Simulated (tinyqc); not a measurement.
Changing the temperature T: three-phonon processes in a diatomic chain: dispersion, energy and momentum conservation, and decay channels of optical phonons. Computed by tinyqc, a small Python program. Command: `OMP_NUM_THREADS=1 python tinyqc.py 3121118 3121119 out.jsonl threeph sweep`. One thread of a shared host (Intel(R) Xeon(R) Processor @ 2.30GHz), about 0.01 s of CPU time with the checks.

Cell length a, two atoms, one spring constant. x = q a/pi runs from -1 to 1; A and O are the acoustic and optical branches. Matrix elements are not computed: only conservation laws and occupation factors are followed.

Inputs (values chosen for the exercise, for a model chain): light mass m = 27 u; heavy mass M = 42.9 u; spring constant k = 5.4 eV/angstrom^2; zero-temperature width Gamma_0 = 0.27 1/cm.

Constants: nu for 1 eV/(angstrom^2 u) = 15.6333042 THz; h x 1 THz = 4.135667696 meV; k_B = 8.617333262e-05 eV/K; c = 299792458 m/s.

Method:
- omega^2 = k (1/m + 1/M) -/+ k sqrt((1/m + 1/M)^2 - 4 sin^2(pi x/2)/(m M)); nu = 15.6333042 THz x sqrt(omega^2) for eV/(angstrom^2 u).
- Acoustic top sqrt(2 k/M), optical bottom sqrt(2 k/m), optical top sqrt(2 k (1/m + 1/M)).
- O(0) -> A(x) + A(-x) needs nu_A(x) = nu_O(0)/2, which gives sin^2(pi x/2) = (3/16)(m + M)^2/(m M). Full width at half maximum Gamma = Gamma_0 (1 + 2 n), n = 1/(exp(h nu_A/(k_B T)) - 1); lifetime = 1/(2 pi c Gamma).

One run for each value:
```
temperature T (K)  width Gamma (1/cm)  occupation n  lifetime (ps)
20                             0.2700    2.6522e-07         19.662
33                             0.2701    1.0336e-04         19.658
56                             0.2724    4.5003e-03         19.487
93                             0.2916    4.0067e-02         18.204
150                            0.3527    1.5312e-01         15.053
260                            0.5149    4.5344e-01         10.311
430                            0.7981    9.7804e-01          6.652
720                            1.3027    1.9123e+00          4.075
1200                           2.1510    3.4833e+00          2.468
```

Describe and explain the trends.

Over the rows, width Gamma (1/cm) rises from 0.270 to 2.15 (exponent d ln y / d ln x 4.1e-4 between the first rows and 0.98 between the last); occupation n rises from 2.65e-7 to 3.48 (exponent d ln y / d ln x 12 between the first rows and 1.2 between the last); lifetime (ps) falls from 19.7 to 2.47 (exponent d ln y / d ln x -4.1e-4 between the first rows and -0.98 between the last). At the high end the exponent of width Gamma is 0.98, close to 1: the classical limit, n = k_B T/(h nu). At the low end the exponent of width Gamma is 0.00, close to 0: spontaneous decay alone.

Extremes, crossings and ranges named in words are read from the listed rows.
